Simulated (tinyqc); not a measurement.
Ballistic transport through the one-dimensional subbands of a rectangular nanowire or nanosheet channel: one step, computed by the program tinyqc.

Hard walls, parabolic subbands, transport along x. Energies are counted from the bulk conduction band edge at the top of the barrier, which the gate pulls down by U; the source Fermi level lies at the bulk edge when U = 0.

Question. Conductance, capacitance and scattering. Linear conductance G = (2 e^2/h) sum_i g f(eta_i), g = 2, f = 1/(1 + exp(-eta_i)), with the barrier frozen at the eta_i above; current per perimeter I/(2(a + b)); with scattering, transmission lambda/(lambda + L) and low-bias resistance (1 + L/lambda)/G.

Inputs (values chosen for the exercise, modelled on silicon):

| quantity | value | unit |
|---|---|---|
| height a | 2.7 | nm |
| width b | 5.9 | nm |
| temperature T | 300 | K |
| mean free path for back-scattering lambda | 22 | nm |
| channel length L | 27 | nm |

Valleys: silicon [100] wire.

Occupation:

| subband | eta_i | n_i (1/nm) | I_i (microampere) |
|---|---|---|---|
| 1 | 6.880709 | 1.091766e+00 | 7.723834e+00 |
| 2 | 0.402570 | 1.933706e-01 | 2.879634e+00 |
| 3 | 0.285693 | 1.798242e-01 | 2.684983e+00 |
| 4 | 0.283015 | 1.795206e-01 | 2.680591e+00 |
| 5 | -1.070976 | 6.592986e-02 | 9.867567e-01 |
| 6 | -1.461316 | 1.039328e-01 | 7.034884e-01 |
| 7 | -3.332091 | 8.100252e-03 | 1.199627e-01 |
| 8 | -6.195124 | 4.722352e-04 | 6.980646e-03 |
| 9 | -6.497651 | 3.490746e-04 | 5.159910e-03 |
| 10 | -8.059010 | 1.616641e-04 | 1.083548e-03 |

ballistic current I = 17.79247 microampere

Constants: e = 1.602176634e-19 C; h = 6.62607015e-34 J s.

Give: open modes sum g f; ballistic conductance; current per perimeter; transmission; low-bias resistance with scattering.

Answer.

open modes sum g f = 6.4427

ballistic conductance = 499.18 microsiemens

current per perimeter = 1034.4 microampere/micrometre

transmission = 0.44898

low-bias resistance with scattering = 4.4618 kiloohm

Even without scattering the wire has h/(2 e^2 M) = 2.00 kiloohm, which sits in the contacts.
